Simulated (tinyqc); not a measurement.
Inversion-layer mobility, back-scattering and ballistic limit of a field-effect transistor: one step, computed by the program tinyqc. Command: `OMP_NUM_THREADS=1 python tinyqc.py 3025961 3025962 out.jsonl mos walk`. One thread of a shared host (Intel(R) Xeon(R) Processor @ 2.30GHz), about 0.01 s of CPU time with the checks.

The charge at the top of the source barrier is fixed by the gate; series resistance and short-channel effects are left out. F_j are Fermi integrals normalised to exp(eta) in the classical limit.

Problem. Charge and field. N_inv = 3.9 eps_0 (V_G - V_T)/(e t_inv); effective field E_eff = e (N_dep + w N_inv)/(eps eps_0).

Inputs (values chosen for the exercise, modelled on a strained silicon n-channel):
```
quantity                            value    unit
weight w of the inversion charge      0.5       -
permittivity eps                     11.7       -
electrical oxide thickness t_inv      2.2      nm
depletion charge N_dep            1.2e+11  1/cm^2
gate overdrive V_G - V_T              0.6       V
```

Statistics at the top of the barrier: Fermi-Dirac.

Constants: eps_0 = 8.8541878128e-12 F/m; e = 1.602176634e-19 C.

Give: inversion density N_inv; effective field E_eff.

Solution.

inversion density N_inv = 5.878e+12 1/cm^2

effective field E_eff = 0.4731 MV/cm
